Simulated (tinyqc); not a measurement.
Classical Heisenberg spin chain: exact results, Metropolis, heat-bath and over-relaxation steps, and a Monte Carlo run: one step, computed by the program tinyqc. Command: `OMP_NUM_THREADS=1 python tinyqc.py 3130531 3130532 out.jsonl heismc walk`. One thread of a shared host (Intel(R) Xeon(R) Processor @ 2.30GHz), about 0.2 s of CPU time with the checks.

E = -J sum_i s_i . s_(i+1) for unit vectors s_i on an open chain; K = J/(k_B T).

Problem. Exact results. Each bond angle is independent, so u = <s_i . s_(i+1)> = coth K - 1/K, <s_i . s_(i+n)> = u^n, correlation length xi = -1/ln|u|, energy per bond -J u, heat capacity per bond c/k_B = 1 - K^2/sinh^2 K, and for the long chain chi = mu^2 (1 + u)/(3 k_B T (1 - u)) per spin.

Inputs (values chosen for the exercise, for a model chain of large moments): coupling J = -6.3 meV; temperature T = 11.9 K; moment mu = 4.5 mu_B.

Constants: k_B = 8.617333262e-05 eV/K; mu_B = 5.7883818060e-05 eV/T.

Give: K; u; xi; energy per bond; heat capacity; chi over the Curie value; chi.

Solution.

K = -6.1436

u = -0.83724

xi = 5.6291 sites

energy per bond = -5.2746 meV

heat capacity = 0.99930 k_B/bond

chi over the Curie value = 0.088591

chi = 0.033754 mu_B/T per spin

For |K| >> 1, |u| = 1 - 1/|K| and xi = |K| - 1/2 = 5.64: the chain orders only at T = 0, and c tends to k_B, not to zero, a failure of classical spins.
